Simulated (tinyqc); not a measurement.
Formation energy of a charged point defect from supercell energies: one step, computed by the program tinyqc. Command: `OMP_NUM_THREADS=1 python tinyqc.py 3029688 3029689 out.jsonl formation walk`. One thread of a shared host (Intel(R) Xeon(R) Processor @ 2.30GHz), about 0.01 s of CPU time with the checks.

The host is a compound AB. Making the defect adds n_A = 1, n_B = -1 atoms to the cell. All total energies are inputs. E_F is counted from the valence-band maximum (VBM); x = 0 is A-rich and x = 1 B-rich growth.

Task: Concentrations at the given E_F and T. E_f(q, E_F) = E_f(q, 0) + q E_F. c_q = N_s exp(-E_f(q, E_F)/k_B T), with all degeneracy factors one and no vibrational entropy.

Inputs (values chosen for the exercise, with gap and screening modelled on AlN):
```
quantity                   value      unit
gap E_g                     6.02        eV
dielectric constant eps     8.17         -
cell length L               9.47  angstrom
Fermi level E_F             1.91        eV
temperature T               1400         K
site density N_s         2.4e+22     cm^-3
```

Defect: A on a B site. Supercell lattice: sc.

charge states q: 3  2  1  0

E_f(q, 0) (eV): (q=+3) -4.766723, (q=+2) -1.563877, (q=+1) 0.048031, (q=0) 4.825000

Constants: k_B = 8.617333262e-05 eV/K.

Give: Charge states; lowest formation energy; total concentration; mean charge.

Result:

Charge states:
```
q   E_f (eV)  c_q (cm^-3)      share
+3     0.963    8.176e+18  9.997e-01
+2     2.256    1.814e+14  2.217e-05
+1     1.958    2.146e+15  2.624e-04
0      4.825    1.026e+05  1.254e-14
```

lowest formation energy = 0.9633 eV

total concentration = 8.179e+18 cm^-3

mean charge = 2.999 e

State +3 holds 100.0 % of the defects. Caution: the largest image-charge correction in these energies, q^2 alpha e^2/(8 pi eps_0 eps L) with alpha = 2.837297, exceeds a quarter of the gap; the point-charge term alone is then a rough estimate, usually too large for a charge that is spread out. Caution: E_f at E_F = 0 is negative for at least one charge state, so in equilibrium E_F cannot reach the valence-band maximum.
